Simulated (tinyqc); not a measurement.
Five-level k.p model folded onto the conduction band: one step. The matrix at one k. Three cases, with inputs chosen for the exercise.

Question. Fill in the matrix.

For k along z and one spin sector the level c couples to four states. With c0 = hbar^2/2m0, P = sqrt(Ep c0), P2 = sqrt(Ep2 c0): diagonal Eg + (1 + Cm) c0 k^2 for c, and 0, -Dso, E7 + D2, E7 for lh, so, G8 up, G7 up (their own dispersion is left out); couplings of c: sqrt(2/3) P k to lh, sqrt(1/3) P k to so, sqrt(2/3) P2 k to G8 up, sqrt(1/3) P2 k to G7 up (phases chosen real).

Constants: hbar^2/2m0 = 3.80998211 eV angstrom^2.

Give: H.

Case 1.

Values chosen (near those of GaSb; the results hold for these values, not for the real material): Eg = 0.807 eV (gap at Gamma to the s-like level); Dso = 0.748 eV (spin-orbit splitting); Ep = 27 eV (Kane energy); E7 = 3.21 eV (upper Gamma7 conduction level, from the valence top); D2 = 0.36 eV (its spin-orbit splitting, Gamma8 above Gamma7); Ep2 = 1.6 eV (Kane energy to the upper levels); Cm = -3.5 (remote term in 1/m); k = 0.021 1/angstrom (wave vector along z).

Answer.

H (eV):
```
,c,lh,so,G8 up,G7 up
c,0.80280,0.17391,0.12297,0.04233,0.02994
lh,0.17391,0,0,0,0
so,0.12297,0,-0.74800,0,0
G8 up,0.04233,0,0,3.57000,0
G7 up,0.02994,0,0,0,3.21000
```

Case 2.

Values chosen (near those of ZnSe; the results hold for these values, not for the real material): Eg = 2.822 eV (gap at Gamma to the s-like level); Dso = 0.39 eV (spin-orbit splitting); Ep = 24.9 eV (Kane energy); E7 = 7.16 eV (upper Gamma7 conduction level, from the valence top); D2 = 0.1 eV (its spin-orbit splitting, Gamma8 above Gamma7); Ep2 = 1.5 eV (Kane energy to the upper levels); Cm = -3.2 (remote term in 1/m); k = 0.101 1/angstrom (wave vector along z).

Answer.

H (eV):
```
,c,lh,so,G8 up,G7 up
c,2.73650,0.80322,0.56797,0.19714,0.13940
lh,0.80322,0,0,0,0
so,0.56797,0,-0.39000,0,0
G8 up,0.19714,0,0,7.26000,0
G7 up,0.13940,0,0,0,7.16000
```

Case 3.

Values chosen (near those of ZnSe; the results hold for these values, not for the real material): Eg = 2.838 eV (gap at Gamma to the s-like level); Dso = 0.41 eV (spin-orbit splitting); Ep = 24.8 eV (Kane energy); E7 = 7.29 eV (upper Gamma7 conduction level, from the valence top); D2 = 0.09 eV (its spin-orbit splitting, Gamma8 above Gamma7); Ep2 = 1.2 eV (Kane energy to the upper levels); Cm = -2.6 (remote term in 1/m); k = 0.131 1/angstrom (wave vector along z).

Answer.

H (eV):
```
,c,lh,so,G8 up,G7 up
c,2.73339,1.03971,0.73519,0.22871,0.16172
lh,1.03971,0,0,0,0
so,0.73519,0,-0.41000,0,0
G8 up,0.22871,0,0,7.38000,0
G7 up,0.16172,0,0,0,7.29000
```

Computed by tinyqc, one run a case: `OMP_NUM_THREADS=1 python tinyqc.py N N+1 out.jsonl` with N = 1080375, 1080539, 1080675; one thread of a shared Intel(R) Xeon(R) Processor @ 2.30GHz, about 0.01 s a run at most.
